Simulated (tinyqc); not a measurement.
Matthiessen's rule against the full average: mobility of a non-polar semiconductor in the relaxation-time approximation. Computed by tinyqc, a small Python program. Command: `OMP_NUM_THREADS=1 python tinyqc.py 3029214 3029215 out.jsonl rta walk`. One thread of a shared host (Intel(R) Xeon(R) Processor @ 2.30GHz), about 0.01 s of CPU time with the checks.

Each valley is treated as a sphere of mass m_d for states and rates, with one isotropic relaxation time; the conductivity mass m_c sets the current.

Inputs (values chosen for the exercise, modelled on electrons in diamond): longitudinal mass m_l = 1.52 m_0; transverse mass m_t = 0.284 m_0; equivalent valleys Z = 6; non-parabolicity alpha = 0.21 1/eV; static permittivity eps_s = 5.7; density rho = 3515 kg/m^3; sound velocity v_l = 18200 m/s; acoustic deformation potential D_A = 7.8 eV; phonon energy hbar w = 141 meV; optical or intervalley deformation potential D_o = 9.2 1e8 eV/cm; final valleys Z_f = 5; carrier density n = 1.3e+18 1/cm^3; compensation ratio C = 0.55; temperature T = 250 K.

Band: Kane. Impurity formula: Conwell-Weisskopf. Further scattering: none.

Constants: k_B = 8.617333262e-05 eV/K; m_0 = 9.1093837015e-31 kg; e = 1.602176634e-19 C; hbar = 1.054571817e-34 J s; eps_0 = 8.8541878128e-12 F/m; k_B = 1.380649e-23 J/K; hbar = 6.582119569e-16 eV s.

Method:
- m_d = (m_l m_t^2)^(1/3); 1/m_c = (1/m_l + 2/m_t)/3; Hall mass factor A = 3 K_m (K_m + 2)/(2 K_m + 1)^2, K_m = m_l/m_t; N_I = n (1 + C)/(1 - C).
- Kane band: hbar^2 k^2/(2 m) = E (1 + alpha E), speed v = hbar k/(m (1 + 2 alpha E)), states per spin, volume and energy g(E) = m k (1 + 2 alpha E)/(2 pi^2 hbar^2); overlap factors are set to 1. Here m = m_d. Masses are multiplied by m_0 and all formulas are in SI units.
- The reduced Fermi level eta = E_F/(k_B T) solves n = 2 Z int g f dE with f = 1/(1 + exp(x - eta)) (Z = 1 unless valleys are given); screening length L_s = sqrt(eps_s eps_0 k_B T/(e^2 dn/deta)), dn/deta = 2 Z int g f (1 - f) dE.
- Integrals over x = E/(k_B T) use 160 Gauss-Legendre points in u = sqrt(x) from 0 to sqrt(max(eta, 0) + 32).
- Phonon occupation N_q = 1/(exp(hbar w/(k_B T)) - 1).
- Acoustic deformation potential (elastic, equipartition, absorption and emission together): 1/tau = 2 pi k_B T D_A^2 g(E)/(hbar rho v_l^2).
- Optical or intervalley deformation potential: 1/tau = (pi Z_f D_o^2/(rho w)) [N_q g(E + hbar w) + (N_q + 1) g(E - hbar w)], with g = 0 below the band edge.
- Each optical term is multiplied by (1 - f(E'))/(1 - f(E)), E' the final energy, for Pauli blocking.
- Singly charged impurities, momentum relaxation: 1/tau = N_I e^4 m (1 + 2 alpha E) Phi/(8 pi (eps_s eps_0)^2 hbar^3 k^3), with alpha = 0 for a parabolic band.
- Conwell-Weisskopf: Phi = ln(1 + y^2), y = 4 pi eps_s eps_0 E N_I^(-1/3)/e^2 (largest impact parameter N_I^(-1/3)/2).
- mu = (m_d/m_c) (2 Z e/(3 n k_B T)) int g v^2 tau f (1 - f) dE.
- Averages over x are split at the emission threshold x_0 = hbar w/(k_B T): 64 Gauss-Legendre points in sqrt(x) below it and 128 in sqrt(x - x_0) above it, up to x = max(eta, 0) + 32.
- Rates are added at each energy before the average. With <y> = int g v^2 y f (1 - f) dE: Hall factor r_H = A (3 n k_B T/(2 Z m_d)) <tau^2/(1 + 2 alpha E)>/<tau>^2 (alpha = 0 for a parabolic band); Hall mobility r_H mu; |S| = (k_B/e) (<x tau>/<tau> - eta); resistivity 1/(n e mu).
- Matthiessen's rule adds 1/mu of the separate processes.

acoustic mobility = 10735.9 cm^2/(V s)

optical mobility = 184355 cm^2/(V s)

ionised impurity mobility = 165.776 cm^2/(V s)

drift mobility mu = 161.170 cm^2/(V s)

Separate mobilities:
```
process           mu (cm^2/(V s))  share of the sum of 1/mu (%)
acoustic               1.0736e+04                    1.5193e+00
optical                1.8436e+05                    8.8476e-02
ionised impurity       1.6578e+02                    9.8392e+01
```

mobility by Matthiessen's rule = 163.11 cm^2/(V s)

excess of Matthiessen's rule over the full mu = 1.2039 %

What does the comparison show, and why?

The rule gives 163.1 against the full 161.2, 1.2 % too high; it can only overestimate, since each separate average is carried by the energies where that process is weak. One process, ionised impurity, holds 98 % of the resistance, so the error is small. Caution: n is taken as given; at low temperature (in diamond even at 300 K) real dopants can freeze out, which changes n and N_I.

Extremes, crossings and ranges named in words are read from the listed rows.
